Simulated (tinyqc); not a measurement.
Tolerances: periodic multilayer mirror for extreme ultraviolet light.

s polarisation, vacuum above. q_j = sqrt(N_j^2 - sin^2 theta); interface r_jk = (q_j - q_k)/(q_j + q_k) exp(-2 (2 pi/lam)^2 q_j q_k sg^2) (Nevot-Croce; sg = 0 if not given); phase factor of a layer x_j = exp(4 pi i q_j d_j/lam). Each period has the spacer (thickness (1 - Gm) L) on top of the absorber (Gm L). In this recursion R is the amplitude; R in tables and results is the reflectance, its squared modulus. The substrate is of the spacer material. Starting with R = 0 in it, each interface upward gives R -> (r + R x)/(1 + r R x), x that of the layer below the interface (1 for the substrate).

Inputs chosen for the exercise (optical constants near those of Mo and Si at 13.5 nm; shifted at random, so the results belong to these values and not to a real crystal): lam = 13.5 nm (wavelength); dA = (0.0789, 0.00674) (delta and beta of the absorber, N = 1 - delta + i beta); dS = (0.0008, 0.00184) (delta and beta of the spacer and the substrate); L = 6.85 nm (period); Gm = 0.31 (absorber share of the period); theta = 0 degrees (angle from the normal); sg = 0.4 nm (interface roughness); Np = 60 (periods).

R of the mirror, and R^10 for a chain of ten such mirrors.

Results for these values:

| case | R | R^10 |
|---|---|---|
| base | 0.7098 | 0.0324 |

What happens to each result for lam = 13.55 nm, all else kept?

Answer: R falls from 0.7098 to 0.6844; R^10 falls from 0.0324 to 0.0226.

The same for each parameter in turn:

| case | R | R^10 |
|---|---|---|
| base | 0.7098 | 0.0324 |
| L = 6.89 nm | 0.7138 | 0.0343 |
| Gm = 0.35 | 0.7066 | 0.0310 |
| theta = 2 degrees | 0.7073 | 0.0313 |
| sg = 0.6 nm | 0.6802 | 0.0212 |
| dA = (0.0789, 0.00809) | 0.6900 | 0.0245 |
| lam = 13.55 nm | 0.6844 | 0.0226 |

tinyqc: `OMP_NUM_THREADS=1 python tinyqc.py 1681515 1681516 out.jsonl`; about 0.01 s, one thread, shared Intel(R) Xeon(R) Processor @ 2.30GHz.
